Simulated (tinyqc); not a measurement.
Minority carriers and saturation current of a heavily doped emitter: effect of temperature on the narrowing factor.

n-type, parabolic bands, full ionisation. eta = (EF - Ec)/kB T solves N = Nc F12(eta), F12(x) = (2/sqrt(pi)) int_0^infinity sqrt(u)/(1 + exp(u - x)) du. The gap shrinks rigidly by dEg = a3 y^(1/3) + a4 y^(1/4) + a2 y^(1/2), y = N/1e18 cm^-3, an empirical law that is here taken as the true narrowing.

Nc is given at 300 K and scales as T^1.5; dEg is held. The factor nie^2/ni^2 = exp(dEg/kB T) g, g = F12(eta) exp(-eta), divides the current gain of a transistor with this emitter.

Inputs (values chosen for the exercise); band and dielectric values close to those of silicon:
- Nc = 2.81e19 cm^-3 (conduction-band density of states at 300 K)
- N = 2.3e19 cm^-3 (ionised donor density)
- a3 = 14.3 meV (coefficient of (N/1e18)^(1/3))
- a4 = 9.5 meV (coefficient of (N/1e18)^(1/4))
- a2 = 3.1 meV (coefficient of (N/1e18)^(1/2))

Constants: q = 1.602176634e-19 C, kB = 1.380649e-23 J/K, Vt = kB T/q. Results are converted to the units shown.

Effect of temperature on the narrowing factor:

| T (K) | eta | g | nie^2/ni^2 | its logarithm |
|---|---|---|---|---|
| 150 | 1.6331 | 0.45217 | 166.02 | 5.1121 |
| 200 | 0.92885 | 0.59397 | 49.822 | 3.9084 |
| 250 | 0.44806 | 0.68739 | 23.775 | 3.1686 |
| 300 | 0.085873 | 0.75115 | 14.393 | 2.6668 |
| 350 | -0.20391 | 0.79645 | 10.009 | 2.3035 |
| 400 | -0.44521 | 0.82979 | 7.5997 | 2.0281 |
| 450 | -0.65192 | 0.85509 | 6.1230 | 1.8121 |

The factor falls from 166 to 6.12. Its slope against q/kB T is 62.2 meV between the first two rows and 67.0 meV between the last two, against dEg = 76.3 meV: degeneracy takes back part of the narrowing. The factor grows on cooling, so the current gain of such a transistor falls.

Range of the model: Band tails, non-parabolic bands and incomplete ionisation are left out.

Computed by the program tinyqc: `OMP_NUM_THREADS=1 python tinyqc.py 2330114 2330115 out.jsonl`, one thread of a shared Intel Xeon 2.30GHz, about 0.01 s for the whole run.
